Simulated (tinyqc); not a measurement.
# Which input was changed?

Model: anisotropic wet etching of Si(100): plane rates, V-grooves, membranes and undercut. Computed by tinyqc, a small Python program. Command: `OMP_NUM_THREADS=1 python tinyqc.py 3026009 3026010 out.jsonl wetetch which`. One thread of a shared host (Intel(R) Xeon(R) Processor @ 2.30GHz), about 0.04 s of CPU time with the checks.

A long slot opens the mask on a (100) wafer. The floor etches at R100; (111) walls stand at theta = arctan(sqrt2) = 54.7356 degrees to the surface and recede at R111 along their normal.

Inputs (values chosen for the exercise, close to those used for tetramethylammonium hydroxide solutions):

| quantity | value | unit |
|---|---|---|
| prefactor k0 of the (100) rate | 6e+08 | um/min |
| activation energy of (100), E | 0.615 | eV |
| ratio (100)/(111) at 80 C | 24 | - |
| extra energy of (111), dE | 0.11 | eV |
| ratio (100)/oxide at 80 C | 2500 | - |
| extra energy of the oxide, dE_ox | 0.26 | eV |
| corner undercut rate over (100) rate, c | 1.8 | - |
| bath temperature T | 55 | C |
| width w (mask opening along <110>, or membrane width in the design step) | 280 | um |
| misalignment of the mask | 0 | degrees |
| etch time t | 31 | min |
| wafer thickness d | 380 | um |
| membrane thickness wanted | 13 | um |

Constants: k_B = 8.617333262e-05 eV/K.

Method:
- R100 = k0 exp(-E/(k_B T)); a ratio given at 80 C scales as exp[(extra energy/k_B)(1/T - 1/353.15 K)]; R111 and R_ox follow by division.
- Temperatures in kelvin are T(C) + 273.15.
- A misaligned edge exposes ledges and adds R100 sin(misalignment) to the lateral rate (a simple estimate): u = R111/sin(theta) + R100 sin(misalignment). Top width W = w + 2 u t; floor width b = W - 2 z/tan(theta) = W - sqrt2 z. The floor lasts until b = 0, at t_V = w/(sqrt2 R100 - 2u); depth z = R100 t before t_V and W/sqrt2 after.
- Etch depth d - membrane, time = depth/R100; for a membrane as wide as w the opening must be w + sqrt2 depth - 2 u time; oxide mask consumed R_ox x time; a 1 K error changes the depth by the fraction E/(k_B T^2); a convex mask corner, such as that of a mesa, would retreat by c x depth.

Task: One of these inputs alone was changed, within the range given: prefactor k0 of the (100) rate (3e+08 to 1.2e+09); ratio (100)/(111) at 80 C (12 to 48); width w (mask opening along <110>, or membrane width in the design step) (140 to 560); etch time t (15.5 to 62). Which one, and to what value?

Results:

| run | time t_V to close the V (min) | top width W (um) | oxide consumed (nm) |
|---|---|---|---|
| before | 973.2652 | 280.5170 | 76.56800 |
| after | 778.6121 | 224.5170 | 76.56800 |

Result:

Each candidate set to reproduce time t_V to close the V, and what it then gives:

| candidate | range searched | value needed | top width W (um) | oxide consumed (nm) |
|---|---|---|---|---|
| prefactor k0 of the (100) rate (um/min) | 3e+08 to 1.2e+09 | 7.500e8 | 280.65 | 76.568 |
| ratio (100)/(111) at 80 C | 12 to 48 | out of reach | - | - |
| width w (mask opening along <110>, or membrane width in the design step) (um) | 140 to 560 | 224.0 | 224.52 | 76.568 |
| etch time t (min) | 15.5 to 62 | no effect | - | - |

Only width w (mask opening along <110>, or membrane width in the design step) fits every result: it went from 280 to 224 um. The next best candidate, prefactor k0 of the (100) rate, misses one result by 25 %.

Caution: rates also depend on concentration, doping, additives and stirring, all held fixed here.
